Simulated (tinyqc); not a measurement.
# Changing the enthalpy of transfer from melt to solid H

Model: solid solubility of a dopant against its melt (retrograde solidus), clustering and the electrically active fraction. Computed by tinyqc, a small Python program. Command: `OMP_NUM_THREADS=1 python tinyqc.py 3006342 3006343 out.jsonl retro sweep`. One thread of a shared host (Intel(R) Xeon(R) Processor @ 2.30GHz), about 0.02 s of CPU time with the checks.

Inputs (values chosen for the exercise, of the order of those of aluminium in silicon for the solubility):
```
quantity                         value    unit
melting point of the host T_m     1687       K
heat of melting of the host H_f   50.2  kJ/mol
interaction L of the melt         -4.3  kJ/mol
entropy of transfer S            -1.71     k_B
site density N0                  5e+22  1/cm^3
temperature T                     1140       K
```

Constants: R = 8.314462618 J/(mol K); k_B = 8.617333262e-05 eV/K; e = 1.602176634e-19 C; N_A = 6.02214076e+23 1/mol.

Method. x_l and x_s are atom fractions of the dopant in melt and solid; the solid is dilute. Liquidus of the host: R T ln(1 - x_l) + L x_l^2 = -H_f (1 - T/T_m). Distribution: k = x_s/x_l = exp[L (1 - x_l)^2/(R T)] exp(S/k_B - H/(k_B T)), the first factor being the activity coefficient in the melt. Solubility = x_s N0; at T_m x_l = 0. The largest x_s N0 between 900 K and T_m. For an ideal melt with constant heats the maximum has x_l = H_f/(H + H_f), H in the same units.

One run for each value; columns: (1) enthalpy of transfer from melt to solid H (eV); (2) temperature of the maximum (K); (3) largest solubility (1/cm^3); (4) k at the melting point; (5) x_l there:
```
(1)       (2)         (3)       (4)      (5)
0.305  1286.3  3.3617e+20  0.016333  0.61768
0.401  1341.3  1.4409e+20  0.008438  0.55278
0.497  1382.6  6.3622e+19  0.004360  0.50049
0.593  1415.0  2.8699e+19  0.002253  0.45741
0.688  1440.9  1.3264e+19  0.001172  0.42160
0.784  1462.4  6.1583e+18  0.000605  0.39077
0.880  1480.5  2.8888e+18  0.000313  0.36419
0.976  1495.9  1.3666e+18  0.000162  0.34103
```

Describe and explain the trends.

Over the rows, temperature of the maximum (K) rises from 1290 to 1500 (exponent d ln y / d ln x 0.15 between the first rows and 0.100 between the last); largest solubility (1/cm^3) falls from 3.36e20 to 1.37e18 (exponent d ln y / d ln x -3.1 between the first rows and -7.2 between the last); k at the melting point falls from 0.0163 to 1.62e-4 (exponent d ln y / d ln x -2.4 between the first rows and -6.4 between the last). The larger H, the smaller k and the nearer to T_m the maximum: fast-falling solubility peaks early.

Extremes, crossings and ranges named in words are read from the listed rows.
